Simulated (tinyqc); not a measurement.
Comparisons within one model: standing waves and exposure in a photoresist film. A value that a table varies takes the place of the one given here.

Normal incidence from air. Unexposed resist: N1 = n1 + i k1 with k1 = (A + B) lam/(4 pi), lam in micrometres. r01 = (1 - N1)/(1 + N1), t01 = 2/(1 + N1). Substrate Ns = ns + i ks: r12 = (N1 - Ns)/(N1 + Ns). With p = exp(2 pi i N1 d/lam), the field at depth z is E(z) = t01 [exp(2 pi i N1 z/lam) + r12 p^2 exp(-2 pi i N1 z/lam)]/(1 + r01 r12 p^2), the relative intensity I(z) = n1 |E(z)|^2 and the reflectance R = |(r01 + r12 p^2)/(1 + r01 r12 p^2)|^2.

Inputs chosen for the exercise (a resist on Cu, indices near tabulated ones; shifted at random, so the results belong to these values and not to a real crystal):

| symbol | value | unit | meaning |
|---|---|---|---|
| lam | 193 | nm | vacuum wavelength |
| n1 | 1.702 |  | resist index |
| A | 0.08 | 1/micrometre | bleachable absorption (Dill A) |
| B | 0.41 | 1/micrometre | fixed absorption (Dill B) |
| d | 147 | nm | resist thickness |
| ns | 0.989 |  | substrate n |
| ks | 1.384 |  | substrate k |

## Swing of the coupled dose with resist thickness

The mean of I is taken over 800 depths; the relative dose to clear is taken as 1/(mean of I over the lowest period, 60 depths), scaled to 1 in the first row.

Swing:

| d (nm) | R | mean I | relative dose |
|---|---|---|---|
| 147.0 | 0.3718 | 1.0570 | 1.000 |
| 156.4 | 0.4268 | 0.9228 | 1.099 |
| 165.9 | 0.3575 | 0.9945 | 0.983 |
| 175.3 | 0.1777 | 1.2677 | 0.774 |
| 184.8 | 0.0562 | 1.4886 | 0.682 |
| 194.2 | 0.1906 | 1.2984 | 0.805 |
| 203.7 | 0.3595 | 1.0169 | 1.024 |
| 213.1 | 0.4143 | 0.9005 | 1.123 |
| 222.6 | 0.3452 | 0.9780 | 1.007 |
| 232.0 | 0.1677 | 1.2378 | 0.798 |
| 241.5 | 0.0492 | 1.4360 | 0.707 |
| 250.9 | 0.1807 | 1.2518 | 0.830 |
| 260.4 | 0.3476 | 0.9881 | 1.049 |

The period is 56.7 nm, six rows. The relative dose swings between 0.682 and 1.123, a ratio (max - min)/mean of 0.482, against the estimate 4 sqrt(|r01|^2 |r12|^2) exp(-(A + B) d) = 0.495 for the oscillating part alone; the ratio from the table also holds the slow rise from absorption, 4.9 % over two periods, so the two are not strictly comparable. The dose is least sensitive to thickness at an extremum; the lowest dose listed is at 184.8 nm.

## What moves the exposure

The mean of I is over 800 depths. Each row changes one parameter from the base and keeps the others.

Results:

| case | \|r12\|^2 | R | mean I | I at the bottom |
|---|---|---|---|---|
| base | 0.2618 | 0.3718 | 1.0570 | 0.9500 |
| d = 157 nm | 0.2618 | 0.4261 | 0.9210 | 0.8656 |
| n1 = 1.719 | 0.2619 | 0.3935 | 1.0156 | 0.9270 |
| B = 0.61 1/micrometre | 0.2607 | 0.3570 | 1.0382 | 0.9253 |
| ks = 1.246 | 0.2317 | 0.3545 | 1.0222 | 0.9841 |
| ns = 1.088 | 0.2337 | 0.3420 | 1.0491 | 0.9111 |

The largest shifts from the base row, up to three for each result and ties (the steps differ in size, so this ranks the rows, not the parameters). |r12|^2: ks -0.0301, ns -0.0281, B -0.0012; unchanged at the printed digits by d. R: d +0.0543, ns -0.0298, n1 +0.0217. mean I: d -0.1361, n1 -0.0414, ks -0.0348. I at the bottom: d -0.0843, ns -0.0389, ks +0.0341.

Computed by tinyqc, a small Python program: `OMP_NUM_THREADS=1 python tinyqc.py 1651246 1651247 out.jsonl` (the numbers bound the seed that draws the inputs); one thread of a shared host (Intel(R) Xeon(R) Processor @ 2.30GHz), about 0.01 s for the whole set of steps.
